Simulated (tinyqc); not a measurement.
Worked calculation: strained quantum well: band edges, subbands and transparency. Values are carried at full precision from step to step, so a last printed digit may differ when a step is redone from the rounded ones.

Growth on (001), barriers unstrained: tr(e) = e (2 - nu2), Z = b e (1 + nu2); Ec = Ev + Eg + ac tr(e), E_HH = Ev + av tr(e) + Z, E_LH = Ev + av tr(e) - Z (coupling to the split-off band left out).

Constants: hbar^2/2m0 = 3.80998211 eV angstrom^2; hc = 1239.841984 eV nm; kB = 8.617333262e-05 eV/K.

Inputs chosen for the exercise (near those of an InGaAs/AlGaAs well; not measured data):
- e = -0.0155 (strain in the plane)
- nu2 = 0.953 (2 C12/C11)
- Eg = 1.103 eV (unstrained gap of the well)
- Ev = -0.754 eV (its valence edge)
- ac = -6.71 eV
- av = 1.12 eV (Ev moves by av tr(e))
- b = -1.96 eV (shear potential)
- Egb = 1.667 eV (gap of the barrier)
- Evb = -0.905 eV (its valence edge)
- L = 78 angstrom (well width)
- me = 0.0564 m0 (electron mass)
- g1 = 9.84 (gamma1)
- g2 = 3.48 (gamma2)
- meb = 0.084 m0
- g1b = 6.3
- g2b = 1.8
- T = 300 K (temperature)
- Br = 2.2 x 1e-4 cm^2/s (two-dimensional radiative coefficient)

## Strained band edges and offsets

Give tr(e), Z, the edges Ec, E_HH, E_LH and the well depths against the barrier.

tr(e) = -0.01623
Z = 0.0593 eV

Ec, E_HH, E_LH (eV): 0.4579  -0.7128  -0.8315

depths for e, HH, LH (eV): 0.3041  0.1922  0.0735

The well is under compression, which puts HH on top, by 119 meV; the gap becomes 1.1707 eV, +68 meV from the unstrained one.

## Subband edges

Masses along z: me, 1/(g1 - 2 g2) for HH, 1/(g1 + 2 g2) for LH, likewise in the barrier; in the plane me, 1/(g1 + g2) for HH and 1/(g1 - g2) for LH (no mixing, which understates the hole masses away from k = 0). Level n solves k L + 2 atan[(k/m)/(kappa/mb)] = n pi, k = sqrt(m E/c), kappa = sqrt(mb (V - E)/c), c = hbar^2/2m0.

Up to three electron, four HH and two LH levels, on the common energy scale, with their masses in the plane.

Subbands:

| level | E (eV) | m in the plane |
|---|---|---|
| e1 | 0.5088 | 0.0564 |
| e2 | 0.6559 | 0.0564 |
| hh1 | -0.7252 | 0.0751 |
| hh2 | -0.7616 | 0.0751 |
| hh3 | -0.8200 | 0.0751 |
| lh1 | -0.8581 | 0.1572 |
| hh4 | -0.8913 | 0.0751 |

lowest transition = 1.2339 eV
wavelength hc/E = 1004.8 nm

The top hole level is hh1, so the edge is mainly TE polarised; hh2 lies 36 meV lower.

## Transparency density

Transparency (Bernard-Duraffourg): Fc - Fv equals the lowest transition energy with n = p, n = sum m/(2 pi c) kB T ln(1 + exp((Fc - E)/kB T)) and p likewise over the listed subbands; c = hbar^2/2m0, 1/angstrom^2 = 1e16/cm^2.

Solve for u = (Fc - e1)/kB T; give n_tr, the share of holes in the top subband and the current e Br n_tr^2 (e = 1.602177e-19 C).

u = 0.401
n_tr = 0.560 x 1e12/cm^2
share = 0.743
current density = 11.0 A/cm^2

For mirror-image bands u = 0 and n_tr = me kB T ln2/(2 pi c) = 0.422 x 1e12/cm^2; the heavier or more numerous hole states raise it by a factor 1.33.

## Checks

- Transparency for equal single subbands against m kB T ln2/(2 pi c): both 0.3743.

Run: tinyqc, `OMP_NUM_THREADS=1 python tinyqc.py 1281814 1281815 out.jsonl`; Intel(R) Xeon(R) Processor @ 2.30GHz, one thread, shared host; about 0.01 s of CPU time with all checks.
